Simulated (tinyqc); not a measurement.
Worked calculation (part 1 of 2): UKS/BP86 in the 3-21g basis, for H3, spin multiplicity 2. Computed by tinyqc, a small Python program that keeps every step (integrals from PySCF). Settings: charge = 0, multiplicity = 2, basis = 3-21g, energy threshold = 1e-08, iteration cap = 86, orthogonalisation = symmetric, start = random, DIIS depth = 0, method = UKS, functional = b88,p86, grid = [20, 50]. Command: `OMP_NUM_THREADS=1 python tinyqc.py 25202 25203 out.jsonl` (the two numbers bound the seeds that draw the settings). One thread of a shared host (Intel(R) Xeon(R) Processor @ 2.60GHz), about 3 s of CPU time with the checks. Later iterations appear only in the table of the cycle.

## One-electron integrals

Geometry (angstrom):
```
atom         x         y         z
H     0.000000  0.000000  0.000000
H     0.000000  0.000000  1.271000
H     0.000000  1.101000  0.635000
```

Basis 3-21g: exponents (1/bohr^2) and contraction coefficients of normalised primitives:
```
element  l (shell)  exponent  coefficient
H            s (1)  5.447178     0.156285
H            s (1)  0.824547     0.904691
H            s (2)  0.183192     1.000000
```

Overlap, kinetic and nuclear-attraction integrals over the contracted functions; the nuclear repulsion is the sum of Za Zb / Rab.

nuclear repulsion = 1.24888158 hartree

overlap S:
```
          1H 1s     1H 2s     2H 1s     2H 2s     3H 1s     3H 2s
1H 1s  1.000000  0.645899  0.078399  0.270010  0.078400  0.270012
1H 2s  0.645899  1.000000  0.270010  0.589546  0.270012  0.589549
2H 1s  0.078399  0.270010  1.000000  0.645899  0.078250  0.269827
2H 2s  0.270010  0.589546  0.645899  1.000000  0.269827  0.589304
3H 1s  0.078400  0.270012  0.078250  0.269827  1.000000  0.645899
3H 2s  0.270012  0.589549  0.269827  0.589304  0.645899  1.000000
```

kinetic energy T (hartree):
```
           1H 1s     1H 2s      2H 1s     2H 2s      3H 1s     3H 2s
1H 1s   1.549405  0.293152  -0.064462  0.051172  -0.064462  0.051174
1H 2s   0.293152  0.274788   0.051172  0.104933   0.051174  0.104934
2H 1s  -0.064462  0.051172   1.549405  0.293152  -0.064457  0.051082
2H 2s   0.051172  0.104933   0.293152  0.274788   0.051082  0.104845
3H 1s  -0.064462  0.051174  -0.064457  0.051082   1.549405  0.293152
3H 2s   0.051174  0.104934   0.051082  0.104845   0.293152  0.274788
```

nuclear attraction V (hartree):
```
           1H 1s      1H 2s      2H 1s      2H 2s      3H 1s      3H 2s
1H 1s  -2.553605  -1.320168  -0.167348  -0.563229  -0.167352  -0.563233
1H 2s  -1.320168  -1.482575  -0.563193  -0.945532  -0.563198  -0.945537
2H 1s  -0.167348  -0.563193  -2.553441  -1.320064  -0.167001  -0.562798
2H 2s  -0.563229  -0.945532  -1.320064  -1.482450  -0.562799  -0.945133
3H 1s  -0.167352  -0.563198  -0.167001  -0.562799  -2.553443  -1.320065
3H 2s  -0.563233  -0.945537  -0.562798  -0.945133  -1.320065  -1.482452
```

core Hamiltonian H = T + V (hartree):
```
           1H 1s      1H 2s      2H 1s      2H 2s      3H 1s      3H 2s
1H 1s  -1.004201  -1.027017  -0.231810  -0.512056  -0.231814  -0.512060
1H 2s  -1.027017  -1.207787  -0.512021  -0.840600  -0.512025  -0.840603
2H 1s  -0.231810  -0.512021  -1.004037  -1.026912  -0.231458  -0.511716
2H 2s  -0.512056  -0.840600  -1.026912  -1.207662  -0.511716  -0.840288
3H 1s  -0.231814  -0.512025  -0.231458  -0.511716  -1.004039  -1.026913
3H 2s  -0.512060  -0.840603  -0.511716  -0.840288  -1.026913  -1.207664
```

## Two-electron integrals

Functions are numbered as in S; the eight-fold symmetry (ij|kl) = (ji|kl) = (kl|ij) leaves the list below.

Two-electron integrals (ij|kl) in chemists' order, unique and non-zero (hartree):
```
(11|11) 1.140145   (21|11) 0.611403   (21|21) 0.345152   (22|11) 0.626370
(22|21) 0.380329   (22|22) 0.482957   (31|11) 0.058535   (31|21) 0.035007
(31|22) 0.042297   (31|31) 0.006274   (32|11) 0.133234   (32|21) 0.084183
(32|22) 0.116525   (32|31) 0.016876   (32|32) 0.059808   (33|11) 0.415766
(33|21) 0.267339   (33|22) 0.391481   (33|31) 0.058535   (33|32) 0.244753
(33|33) 1.140145   (41|11) 0.244753   (41|21) 0.139526   (41|22) 0.156299
(41|31) 0.016876   (41|32) 0.041413   (41|33) 0.133234   (41|41) 0.059808
(42|11) 0.321066   (42|21) 0.197976   (42|22) 0.261519   (42|31) 0.028541
(42|32) 0.088609   (42|33) 0.321066   (42|41) 0.088609   (42|42) 0.167858
(43|11) 0.267339   (43|21) 0.171178   (43|22) 0.248305   (43|31) 0.035007
(43|32) 0.139526   (43|33) 0.611403   (43|41) 0.084183   (43|42) 0.197976
(43|43) 0.345152   (44|11) 0.391481   (44|21) 0.248305   (44|22) 0.355563
(44|31) 0.042297   (44|32) 0.156299   (44|33) 0.626370   (44|41) 0.116525
(44|42) 0.261519   (44|43) 0.380329   (44|44) 0.482957   (51|11) 0.058536
(51|21) 0.035008   (51|22) 0.042298   (51|31) 0.004477   (51|32) 0.011580
(51|33) 0.037355   (51|41) 0.015413   (51|42) 0.024910   (51|43) 0.023827
(51|44) 0.033610   (51|51) 0.006274   (52|11) 0.133235   (52|21) 0.084184
(52|22) 0.116526   (52|31) 0.011580   (52|32) 0.035128   (52|33) 0.120139
(52|41) 0.037624   (52|42) 0.073342   (52|43) 0.076574   (52|44) 0.109088
(52|51) 0.016877   (52|52) 0.059809   (53|11) 0.037297   (53|21) 0.023790
(53|22) 0.033553   (53|31) 0.004469   (53|32) 0.015383   (53|33) 0.058410
(53|41) 0.011562   (53|42) 0.024865   (53|43) 0.034934   (53|44) 0.042213
(53|51) 0.004469   (53|52) 0.015383   (53|53) 0.006250   (54|11) 0.120105
(54|21) 0.076551   (54|22) 0.109043   (54|31) 0.011573   (54|32) 0.037591
(54|33) 0.133099   (54|41) 0.035115   (54|42) 0.073295   (54|43) 0.084100
(54|44) 0.116422   (54|51) 0.015405   (54|52) 0.058049   (54|53) 0.016831
(54|54) 0.059727   (55|11) 0.415768   (55|21) 0.267341   (55|22) 0.391483
(55|31) 0.037354   (55|32) 0.120138   (55|33) 0.415607   (55|41) 0.120171
(55|42) 0.254234   (55|43) 0.267241   (55|44) 0.391370   (55|51) 0.058536
(55|52) 0.244755   (55|53) 0.058410   (55|54) 0.244579   (55|55) 1.140145
(61|11) 0.244755   (61|21) 0.139527   (61|22) 0.156301   (61|31) 0.015413
(61|32) 0.037624   (61|33) 0.120171   (61|41) 0.058087   (61|42) 0.084913
(61|43) 0.076593   (61|44) 0.109108   (61|51) 0.016877   (61|52) 0.041414
(61|53) 0.011562   (61|54) 0.037603   (61|55) 0.133235   (61|61) 0.059809
(62|11) 0.321068   (62|21) 0.197978   (62|22) 0.261520   (62|31) 0.024910
(62|32) 0.073342   (62|33) 0.254234   (62|41) 0.084913   (62|42) 0.154168
(62|43) 0.160139   (62|44) 0.224448   (62|51) 0.028542   (62|52) 0.088610
(62|53) 0.024865   (62|54) 0.084860   (62|55) 0.321068   (62|61) 0.088610
(62|62) 0.167860   (63|11) 0.120105   (63|21) 0.076550   (63|22) 0.109043
(63|31) 0.015404   (63|32) 0.058049   (63|33) 0.244579   (63|41) 0.037603
(63|42) 0.084860   (63|43) 0.139428   (63|44) 0.156191   (63|51) 0.011573
(63|52) 0.037591   (63|53) 0.016831   (63|54) 0.041348   (63|55) 0.133099
(63|61) 0.035115   (63|62) 0.073295   (63|63) 0.059727   (64|11) 0.254190
(64|21) 0.160108   (64|22) 0.224392   (64|31) 0.024902   (64|32) 0.084875
(64|33) 0.320901   (64|41) 0.073325   (64|42) 0.154114   (64|43) 0.197877
(64|44) 0.261395   (64|51) 0.024902   (64|52) 0.084876   (64|53) 0.028475
(64|54) 0.088509   (64|55) 0.320901   (64|61) 0.073326   (64|62) 0.154115
(64|63) 0.088509   (64|64) 0.167721   (65|11) 0.267341   (65|21) 0.171179
(65|22) 0.248306   (65|31) 0.023826   (65|32) 0.076573   (65|33) 0.267241
(65|41) 0.076593   (65|42) 0.160139   (65|43) 0.171118   (65|44) 0.248239
(65|51) 0.035008   (65|52) 0.139527   (65|53) 0.034934   (65|54) 0.139428
(65|55) 0.611403   (65|61) 0.084184   (65|62) 0.197978   (65|63) 0.084100
(65|64) 0.197877   (65|65) 0.345152   (66|11) 0.391483   (66|21) 0.248306
(66|22) 0.355564   (66|31) 0.033609   (66|32) 0.109087   (66|33) 0.391370
(66|41) 0.109107   (66|42) 0.224447   (66|43) 0.248239   (66|44) 0.355490
(66|51) 0.042298   (66|52) 0.156301   (66|53) 0.042213   (66|54) 0.156191
(66|55) 0.626370   (66|61) 0.116526   (66|62) 0.261520   (66|63) 0.116422
(66|64) 0.261395   (66|65) 0.380329   (66|66) 0.482957
```

## Orthogonalisation

S = U s U^T; symmetric (Loewdin) form X = U s^(-1/2) U^T, so that X^T S X = 1.

eigenvalues of S: 0.211459  0.211554  0.376554  1.120463  1.120892  2.959077

X:
```
           1H 1s      1H 2s      2H 1s      2H 2s      3H 1s      3H 2s
1H 1s   1.246874  -0.499473   0.033029   0.009066   0.033028   0.009066
1H 2s  -0.499473   1.569633   0.009039  -0.335838   0.009039  -0.335843
2H 1s   0.033029   0.009039   1.246871  -0.499450   0.033053   0.009078
2H 2s   0.009066  -0.335838  -0.499450   1.569367   0.009078  -0.335499
3H 1s   0.033028   0.009039   0.033053   0.009078   1.246871  -0.499450
3H 2s   0.009066  -0.335843   0.009078  -0.335499  -0.499450   1.569370
```

## Starting guess

The start is random orthonormal orbitals; D(s) = C_occ C_occ^T for each spin.

D(alpha) at the start:
```
           1H 1s      1H 2s      2H 1s      2H 2s      3H 1s      3H 2s
1H 1s   0.999767  -0.983748  -0.820597   0.895352  -0.175252   0.050452
1H 2s  -0.983748   1.337644   0.609363  -0.782537   0.780251  -0.381861
2H 1s  -0.820597   0.609363   0.779684  -0.787660  -0.181856   0.136612
2H 2s   0.895352  -0.782537  -0.787660   0.828071   0.004957  -0.043312
3H 1s  -0.175252   0.780251  -0.181856   0.004957   1.030099  -0.555088
3H 2s   0.050452  -0.381861   0.136612  -0.043312  -0.555088   0.301114
```

D(beta) at the start:
```
           1H 1s      1H 2s      2H 1s      2H 2s      3H 1s      3H 2s
1H 1s   0.073678   0.086338  -0.145588   0.108293   0.248247  -0.139029
1H 2s   0.086338   0.101173  -0.170604   0.126900   0.290903  -0.162918
2H 1s  -0.145588  -0.170604   0.287682  -0.213987  -0.490537   0.274722
2H 2s   0.108293   0.126900  -0.213987   0.159170   0.364877  -0.204347
3H 1s   0.248247   0.290903  -0.490537   0.364877   0.836434  -0.468438
3H 2s  -0.139029  -0.162918   0.274722  -0.204347  -0.468438   0.262345
```

## Iteration 1: exchange-correlation on the grid

Becke grid with 20 radial and 50 angular points per atom, points of zero weight dropped. rho = sum D_ij phi_i phi_j; V_xc,ij = sum w v_xc phi_i phi_j plus the gradient terms; v_xc is d(rho eps)/d rho(s) for spin s at fixed gradient.

The 16 grid points with the largest w rho, of 2988 (bohr, atomic units):
```
x                 y         z         w  rho(alpha)  rho(beta)     eps_xc  v_xc(alpha)
0.000000   1.423717  0.543105  0.057457    0.075434   0.065650  -0.465241    -0.553796
0.000000   1.596799  0.716187  0.028483    0.156228   0.126663  -0.572672    -0.699600
0.656872   1.423717  1.199976  0.064656    0.065619   0.053195  -0.455349    -0.519129
-0.656872  1.423717  1.199976  0.064656    0.065619   0.053195  -0.455349    -0.519129
0.483790   1.596799  1.199976  0.028967    0.145494   0.117569  -0.566051    -0.678798
-0.483790  1.596799  1.199976  0.028967    0.145494   0.117569  -0.566051    -0.678798
0.536333   1.544255  0.663643  0.058569    0.071415   0.057286  -0.460292    -0.538566
-0.536333  1.544255  0.663643  0.058569    0.071415   0.057286  -0.460292    -0.538566
0.395013   1.685576  0.804964  0.026953    0.151760   0.120546  -0.569284    -0.690782
-0.395013  1.685576  0.804964  0.026953    0.151760   0.120546  -0.569284    -0.690782
-0.280091  1.240316  0.919885  0.053042    0.073313   0.064263  -0.463641    -0.547397
0.280091   1.240316  0.919885  0.053042    0.073313   0.064263  -0.463641    -0.547397
0.483790   2.080588  0.716187  0.029073    0.141369   0.107983  -0.561491    -0.669050
-0.483790  2.080588  0.716187  0.029073    0.141369   0.107983  -0.561491    -0.669050
0.206289   1.461723  0.993688  0.025578    0.153900   0.126413  -0.571836    -0.695502
-0.206289  1.461723  0.993688  0.025578    0.153900   0.126413  -0.571836    -0.695502
```

electrons on the grid, sum of w rho = 2.999315

E_xc = sum of w rho eps_xc = -1.41339216 hartree

V_xc(alpha) (hartree):
```
           1H 1s      1H 2s      2H 1s      2H 2s      3H 1s      3H 2s
1H 1s  -0.603449  -0.286628  -0.025865  -0.114594  -0.036188  -0.116947
1H 2s  -0.286628  -0.285741  -0.094259  -0.158458  -0.133139  -0.170479
2H 1s  -0.025865  -0.094259  -0.523900  -0.230798  -0.029796  -0.095008
2H 2s  -0.114594  -0.158458  -0.230798  -0.233410  -0.127975  -0.156044
3H 1s  -0.036188  -0.133139  -0.029796  -0.127975  -0.689627  -0.321929
3H 2s  -0.116947  -0.170479  -0.095008  -0.156044  -0.321929  -0.265535
```

V_xc(beta) (hartree):
```
           1H 1s      1H 2s      2H 1s      2H 2s      3H 1s      3H 2s
1H 1s  -0.477423  -0.246091  -0.022203  -0.098224  -0.034078  -0.101286
1H 2s  -0.246091  -0.255784  -0.081421  -0.148136  -0.126674  -0.158578
2H 1s  -0.022203  -0.081421  -0.434555  -0.200649  -0.027682  -0.084586
2H 2s  -0.098224  -0.148136  -0.200649  -0.217583  -0.123716  -0.150382
3H 1s  -0.034078  -0.126674  -0.027682  -0.123716  -0.656202  -0.308172
3H 2s  -0.101286  -0.158578  -0.084586  -0.150382  -0.308172  -0.258085
```

## Iteration 1: building the Kohn-Sham matrix

J_ij = sum D_kl (ij|kl) with D = D(alpha) + D(beta); F = H + J + V_xc; E = tr D H + tr D J / 2 + E_xc + E_nn.

Coulomb J (hartree):
```
          1H 1s     1H 2s     2H 1s     2H 2s     3H 1s     3H 2s
1H 1s  1.758295  1.040134  0.132469  0.447463  0.152952  0.459118
1H 2s  1.040134  1.327464  0.414589  0.815405  0.527052  0.872313
2H 1s  0.132469  0.414589  1.564260  0.937588  0.144670  0.421003
2H 2s  0.447463  0.815405  0.937588  1.241756  0.520260  0.846649
3H 1s  0.152952  0.527052  0.144670  0.520260  2.207304  1.239115
3H 2s  0.459118  0.872313  0.421003  0.846649  1.239115  1.436250
```

F(alpha) (hartree):
```
           1H 1s      1H 2s      2H 1s      2H 2s      3H 1s      3H 2s
1H 1s   0.150646  -0.273511  -0.125207  -0.179188  -0.115050  -0.169889
1H 2s  -0.273511  -0.166064  -0.191690  -0.183653  -0.118112  -0.138769
2H 1s  -0.125207  -0.191690   0.036323  -0.320121  -0.116585  -0.185722
2H 2s  -0.179188  -0.183653  -0.320121  -0.199316  -0.119431  -0.149682
3H 1s  -0.115050  -0.118112  -0.116585  -0.119431   0.513638  -0.109727
3H 2s  -0.169889  -0.138769  -0.185722  -0.149682  -0.109727  -0.036948
```

F(beta) (hartree):
```
           1H 1s      1H 2s      2H 1s      2H 2s      3H 1s      3H 2s
1H 1s   0.276672  -0.232974  -0.121545  -0.162817  -0.112940  -0.154228
1H 2s  -0.232974  -0.136107  -0.178853  -0.173331  -0.111647  -0.126868
2H 1s  -0.121545  -0.178853   0.125667  -0.289973  -0.114471  -0.175299
2H 2s  -0.162817  -0.173331  -0.289973  -0.183489  -0.115173  -0.144020
3H 1s  -0.112940  -0.111647  -0.114471  -0.115173   0.547063  -0.095970
3H 2s  -0.154228  -0.126868  -0.175299  -0.144020  -0.095970  -0.029499
```

total energy of this density = 0.83798203 hartree

## Iteration 1: diagonalisation and new density

Diagonalise F' = X^T F X, C = X C', fill 2 alpha and 1 beta electrons from the bottom; D(s) = C_occ C_occ^T. Each column has its largest component positive (the first on a tie).

F' = X^T F X (alpha) (hartree):
```
           1          2          3          4          5          6
1   0.518776  -0.481662  -0.005621  -0.055734  -0.010342  -0.061525
2  -0.481662   0.217572  -0.058811  -0.072927  -0.038734  -0.060057
3  -0.005621  -0.058811   0.389919  -0.477509  -0.009492  -0.065123
4  -0.055734  -0.072927  -0.477509   0.188315  -0.035060  -0.068030
5  -0.010342  -0.038734  -0.009492  -0.035060   0.915184  -0.487756
6  -0.061525  -0.060057  -0.065123  -0.068030  -0.487756   0.348684
```

orbital energies (alpha) (hartree): MO1 -0.321904, MO2 -0.061420, MO3 0.114815, MO4 0.771261, MO5 0.877427, MO6 1.198270

coefficients C (alpha):
```
            MO1        MO2        MO3        MO4        MO5        MO6
1H 1s  0.210619   0.260147  -0.056123   0.272695   1.266734   0.111128
1H 2s  0.285572   0.867871  -0.480614  -0.534074  -1.255946   0.102879
2H 1s  0.307904  -0.250042  -0.058864  -1.240360   0.315787   0.086488
2H 2s  0.438559  -0.768894  -0.393842   1.402850  -0.109258   0.138945
3H 1s  0.080836   0.020969   0.173423   0.021684  -0.072430   1.328051
3H 2s  0.027590   0.032890   1.166068  -0.196041   0.324908  -1.196802
```

F' = X^T F X (beta) (hartree):
```
           1          2          3          4          5          6
1   0.672228  -0.503528  -0.006960  -0.046317  -0.011595  -0.055675
2  -0.503528   0.250627  -0.052468  -0.082771  -0.037833  -0.058225
3  -0.006960  -0.052468   0.495624  -0.486004  -0.009187  -0.061939
4  -0.046317  -0.082771  -0.486004   0.200258  -0.034788  -0.071857
5  -0.011595  -0.037833  -0.009187  -0.034788   0.951752  -0.485425
6  -0.055675  -0.058225  -0.061939  -0.071857  -0.485425   0.346493
```

orbital energies (beta) (hartree): MO1 -0.281775, MO2 -0.013088, MO3 0.126524, MO4 0.854406, MO5 1.007490, MO6 1.223424

coefficients C (beta):
```
            MO1        MO2        MO3        MO4        MO5        MO6
1H 1s  0.168143   0.217422  -0.044347   0.091437   1.304928   0.133433
1H 2s  0.279959   0.924876  -0.513323  -0.335512  -1.274115   0.075837
2H 1s  0.269333  -0.208536  -0.051530  -1.288942   0.136696   0.088003
2H 2s  0.486028  -0.807274  -0.410315   1.362223   0.081653   0.138866
3H 1s  0.078736   0.025283   0.150514   0.029738  -0.090200   1.329651
3H 2s  0.045212   0.041378   1.188951  -0.228376   0.297181  -1.174757
```

D(alpha) after iteration 1:
```
           1H 1s      1H 2s      2H 1s      2H 2s     3H 1s      3H 2s
1H 1s   0.112037   0.285921  -0.000197  -0.107656  0.022480   0.014367
1H 2s   0.285921   0.834752  -0.129075  -0.542060  0.041282   0.036424
2H 1s  -0.000197  -0.129075   0.157326   0.327289  0.019647   0.000271
2H 2s  -0.107656  -0.542060   0.327289   0.783531  0.019329  -0.013189
3H 1s   0.022480   0.041282   0.019647   0.019329  0.006974   0.002920
3H 2s   0.014367   0.036424   0.000271  -0.013189  0.002920   0.001843
```

D(beta) after iteration 1:
```
          1H 1s     1H 2s     2H 1s     2H 2s     3H 1s     3H 2s
1H 1s  0.028272  0.047073  0.045286  0.081722  0.013239  0.007602
1H 2s  0.047073  0.078377  0.075402  0.136068  0.022043  0.012657
2H 1s  0.045286  0.075402  0.072540  0.130903  0.021206  0.012177
2H 2s  0.081722  0.136068  0.130903  0.236223  0.038268  0.021974
3H 1s  0.013239  0.022043  0.021206  0.038268  0.006199  0.003560
3H 2s  0.007602  0.012657  0.012177  0.021974  0.003560  0.002044
```
